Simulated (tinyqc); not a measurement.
# Surface potential of a MOS transistor: implicit equation and explicit approximations: what changes with what

p-type body, charge-sheet picture, depletion and inversion only, full ionisation (an idealisation for deep acceptors), Boltzmann statistics (rough once Na exp(x - xn) passes about Nc/7). In units of Vt: xg = (Vg - Vfb)/Vt, x = psi/Vt, G = gamma/sqrt(Vt), xn = (2 phiF + Vc)/Vt. The implicit equation is (xg - x)^2 = G^2 [x - 1 + exp(x - xn)] for x above about 3. Cox = eps0 eox/tox.

Values chosen for this exercise; band and dielectric values close to those of silicon:
```
symbol,value,unit,meaning
T,300,K,temperature
Eg,1.12,eV,band gap
eps_r,11.9,,relative permittivity
Nc,2.85e19,cm^-3,conduction-band density of states at T
Nv,2.69e19,cm^-3,valence-band density of states at T
eox,25.7,,relative permittivity of the gate insulator (close to zirconium oxide)
tox,18,nm,insulator thickness
Na,1.4e17,cm^-3,acceptor density
Vfb,-0.54,V,flat-band voltage
Vc,1,V,channel-body voltage
Vg,2.26,V,gate-body voltage
```

Constants: q = 1.602176634e-19 C, kB = 1.380649e-23 J/K, Vt = kB T/q, eps0 = 8.8541878128e-14 F/cm where lengths are in cm. Results are converted to the units shown.

Each table varies one quantity; the others keep the values above.

## Accuracy of the approximations against gate voltage

ni = sqrt(Nc Nv) exp(-Eg/(2 Vt)), Eg in volts; phiF = Vt ln(Na/ni); gamma = sqrt(2 q eps0 eps_r Na)/Cox; VT = Vfb + Vt (xn + G sqrt(xn - 1)). Depletion value a = 1 + [sqrt(G^2/4 + xg - 1) - G/2]^2; inversion value b = xn + ln[(xg - xn)^2/G^2 - xn + 1] and first guess y = min(a, b) - ln(1 + exp(-|a - b|)) if a > xn + 1, else b = y = a; one second-order correction with D = exp(y - xn), p = 2 (xg - y) + G^2 (1 + D), w = (xg - y)^2 - G^2 (y - 1 + D): z = y + 2 w/(p + sqrt(p^2 - 2 (2 - G^2 D) w)), or the Newton step z = y + w/p where the root is not real. N_inv = (Cox Vt G/q) [sqrt(x - 1 + exp(x - xn)) - sqrt(x - 1)] at the root. Lambert form (Cox m Vt/q) W0[(G/(2 m sqrt(xn - 1))) exp((Vg - VT)/(m Vt))], m = 1 + G/(2 sqrt(xn - 1)). Errors under 1e-4 mV, and the linear form below VT, are printed as 0.

Results:
```
Vg (V)  psi (V)     x - xn  error of y (mV)  error of z (mV)  N_inv (cm^-2)  Cox (Vg - VT)/q (cm^-2)  Lambert form (cm^-2)
1.14     1.4731    -14.449                0                0         7740.8                        0                6567.1
1.34     1.6601    -7.2138          1.20e-3                0       1.0103e7                        0              9.4607e6
1.54     1.8463  -0.011566             1.53                0      1.2806e10                1.0296e10             1.2847e10
1.74     1.9542     4.1621             23.1             6.81      6.8606e11                1.5884e12             7.1795e11
1.94     1.9883     5.4816             16.5            -2.44      1.9784e12                3.1665e12             2.0666e12
2.34     2.0221     6.7861             10.4           -0.407      4.8522e12                6.3226e12             5.0298e12
2.54     2.0331     7.2122             8.98           -0.242      6.3381e12                7.9007e12             6.5505e12
2.74     2.0422     7.5632             7.92           -0.159      7.8402e12                9.4788e12             8.0830e12
```

Estimate the missing row, Vg = 2.14 V.

Computed row:
```
Vg (V)  psi (V)  x - xn  error of y (mV)  error of z (mV)  N_inv (cm^-2)  Cox (Vg - VT)/q (cm^-2)  Lambert form (cm^-2)
2.14     2.0080  6.2421             12.6           -0.812      3.3918e12                4.7445e12             3.5286e12
```

With this row back in the table: psi rises from 1.47 to 2.04 V and ends 7.6 Vt above 2 phiF + Vc. Among the rows the first guess is off by at most 23 mV (at Vg = 1.74 V) and the corrected value by at most 6.8 mV. In the last row the linear form is 21 % above N_inv and the Lambert form 3.1 % above it; in the first row the Lambert form is 15 % below it. For Vg = 1.74, 1.94, 2.14, 2.34, 2.54, 2.74 the electron quasi-Fermi level lies less than 2 Vt below the band edge at the surface, or above it, where degeneracy and confinement, left out, matter.

## Effect of the insulator thickness at fixed gate voltage

Same model as above.

Result of one run:
```
tox (nm)  psi (V)  x - xn  error of y (mV)  error of z (mV)  N_inv (cm^-2)  Cox (Vg - VT)/q (cm^-2)  Lambert form (cm^-2)
15         2.0265  6.9561             11.6           -0.588      5.4049e12                7.1959e12             5.6309e12
```

What becomes of these results when the insulator thickness tox is changed from 15 to 29 nm, all else the same?

Result of the changed run:
```
tox (nm)  psi (V)  x - xn  error of y (mV)  error of z (mV)  N_inv (cm^-2)  Cox (Vg - VT)/q (cm^-2)  Lambert form (cm^-2)
29         1.9899  5.5402             10.8           -0.457      2.0659e12                2.8380e12             2.1264e12
```

The whole series:
```
tox (nm)  psi (V)  x - xn  error of y (mV)  error of z (mV)  N_inv (cm^-2)  Cox (Vg - VT)/q (cm^-2)  Lambert form (cm^-2)
6          2.0722  8.7251             14.1            -1.31      1.5287e13                2.0736e13             1.6279e13
8.2        2.0569  8.1320             13.2           -0.973      1.0938e13                1.4682e13             1.1553e13
11         2.0422  7.5667             12.3           -0.751      7.8568e12                1.0478e13             8.2409e12
15         2.0265  6.9561             11.6           -0.588      5.4049e12                7.1959e12             5.6309e12
21         2.0086  6.2637             11.0           -0.483      3.4419e12                4.6167e12             3.5623e12
29         1.9899  5.5402             10.8           -0.457      2.0659e12                2.8380e12             2.1264e12
39         1.9697  4.7610             11.6           -0.565      1.1317e12                1.6408e12             1.1597e12
54         1.9378  3.5281             15.0            -1.41      3.9124e11                6.7643e11             3.9908e11
```

As tox goes from 6 to 54, psi falls from 2.07 to 1.94 V, x - xn falls from 8.73 to 3.53 and N_inv falls from 1.53e13 to 3.91e11 cm^-2. The Lambert form lies between 1.02 and 1.06 times N_inv. In every row the electron quasi-Fermi level lies less than 2 Vt below the band edge at the surface, or above it, where degeneracy and confinement, left out, matter.

tinyqc, about 0.01 s, one thread, Intel Xeon 2.30GHz (shared host): `OMP_NUM_THREADS=1 python tinyqc.py 2122026 2122027 out.jsonl`
